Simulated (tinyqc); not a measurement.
## MOSFET in the linear regime without short-channel effects, parameter extraction from computed curves: extraction methods against the source plus drain resistance

Inversion charge Q = Cox n Vt W0(exp((Vg - VT)/(n Vt))), W0 the Lambert function and n = nf; u = Q/Cox; mobility mu = mu0/(1 + th1 u + th2 u^2); channel resistance Rch = (L - dL)/(W mu Q); Id = Vd/(Rch + Rsd/W). Cox = eps0 eox/tox. Small Vd, no channel-length or drain effects.

From the continuous curve Id(Vg): tangent at peak gm (V_ext = Vg - Id/gm); constant current Id = 0.1 uA W/L; peak of d2Id/dVg2; Y = Id/sqrt(gm) drawn through Vg = VT + 0.6 and VT + 0.8 V, with intercept VT_Y and slope s. Mobilities gm,max L/(W Cox Vd) and s^2 L/(W Cox Vd) with the drawn L. Last column: share of Rsd/W in the total resistance at VT + 0.8 V.

Inputs (values chosen for the exercise); channel values of the order met in silicon transistors: temperature T = 300 K; relative permittivity of the gate insulator (close to silicon dioxide) eox = 3.9; insulator thickness tox = 1.3 nm; low-field mobility mu0 = 96 cm^2/(V s); first mobility attenuation factor th1 = 0.14 1/V; second mobility attenuation factor th2 = 0 1/V^2; threshold voltage VT = 0.29 V; body factor nf = 1.29; gate width W = 1 um; drawn gate length L = 0.046 um; drawn less effective length dL = 0.014 um; drain voltage Vd = 0.025 V.

Constants: q = 1.602176634e-19 C, kB = 1.380649e-23 J/K, Vt = kB T/q, eps0 = 8.8541878128e-14 F/cm where lengths are in cm. Results are converted to the units shown.

Results:
columns A: Rsd (ohm um); B: V_ext (V); C: constant current (V); D: second derivative (V); E: VT_Y (V); F: mobility from gm (cm^2/(V s)); G: mobility from Y (cm^2/(V s)); H: series share (%)
```
A         B      C      D      E     F    G     H
0     0.316  0.264  0.282  0.335   115  124     0
50    0.292  0.264  0.280  0.335  96.8  124  20.2
100   0.282  0.264  0.278  0.335  87.3  124  33.6
400   0.258  0.265  0.267  0.335  61.7  124  67.0
800   0.244  0.267  0.258  0.335  47.4  124  80.2
1500  0.230  0.270  0.248  0.335  35.2  124  88.4
```

Estimate the missing row, Rsd = 200 ohm um.

Computed row:
columns A: Rsd (ohm um); B: V_ext (V); C: constant current (V); D: second derivative (V); E: VT_Y (V); F: mobility from gm (cm^2/(V s)); G: mobility from Y (cm^2/(V s)); H: series share (%)
```
A        B      C      D      E     F    G     H
200  0.271  0.265  0.274  0.335  75.3  124  50.4
```

With this row back in the table: The model has VT = 0.29 V and mu0 = 96 cm^2/(V s). Over the table the extracted thresholds move by 86 mV (tangent), 6.3 mV (constant current), 34 mV (second derivative), under 0.5 mV (Y function). The mobility from gm falls from 115 to 35.2 and that from Y stays near 124 cm^2/(V s). Y cancels the series resistance, which multiplies Id and sqrt(gm) by the same factor.

Program tinyqc, `OMP_NUM_THREADS=1 python tinyqc.py 2210167 2210168 out.jsonl`; Intel Xeon 2.30GHz, shared host, one thread, about 0.01 s.
